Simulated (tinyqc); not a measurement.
Inside a calculation: static screening by free carriers. Values are carried at full precision from step to step, so a last printed digit may differ when a step is redone from the rounded ones.

kF = (3 pi^2 n/Mv)^(1/3), EF = c kF^2/m with c = hbar^2/2m0, n in 1/angstrom^3 (1e-24 per 1/cm^3), e2 = e^2/(4 pi eps0). Thomas-Fermi: qTF^2 = 6 pi e2 n/(eps EF). Debye: qD^2 = 4 pi e2 n/(eps kB T).

Constants: hbar^2/2m0 = 3.80998211 eV angstrom^2; e^2/(4 pi eps0) = 14.39964547 eV angstrom; kB = 8.617333262e-05 eV/K; a0 (Bohr radius) = 0.5291772105 angstrom.

Parameters, chosen for this exercise (a free-electron density near that of Au; not measured data):
- n = 5.86e+22 1/cm^3 (carrier density)
- m = 1 m0 (mass of one isotropic valley)
- Mv = 1 (valleys)
- eps = 1 (background dielectric constant)
- T = 300 K
- q = 2.48 1/angstrom (wave vector)

## Fermi and screening wave vectors

Also the effective Bohr radius aB = a0 eps/m and rs = (3/(4 pi n))^(1/3)/aB.

kF = 1.2016 1/angstrom
EF at 0 K = 5501 meV
EF/kT = 213
qTF = 1.7004 1/angstrom
qD = 20.253 1/angstrom
aB = 0.5292 angstrom
rs = 3.02

The gas is degenerate, so the Thomas-Fermi value applies. With rs above 1 exchange and correlation, left out here, are not small.

## Lindhard function at one q

Lindhard at zero temperature: eps(q)/eps = 1 + (qTF/q)^2 L(x), x = q/(2 kF), L(x) = 1/2 + ((1 - x^2)/(4x)) ln|(1 + x)/(1 - x)|.

Compare with Thomas-Fermi, 1 + (qTF/q)^2.

x = 1.0319
L(x) = 0.4347
eps(q)/eps, Lindhard = 1.204
eps(q)/eps, Thomas-Fermi = 1.470

The carriers respond with 43 % of their long-wave strength at this q, beyond 2 kF, where no pair of states on the Fermi surface is joined by q.

## Checks

- L(x) at x = 0.7 against the integral over the Fermi sphere: both 0.81595.

tinyqc: `OMP_NUM_THREADS=1 python tinyqc.py 1681540 1681541 out.jsonl`; about 0.01 s, one thread, shared Intel(R) Xeon(R) Processor @ 2.30GHz.
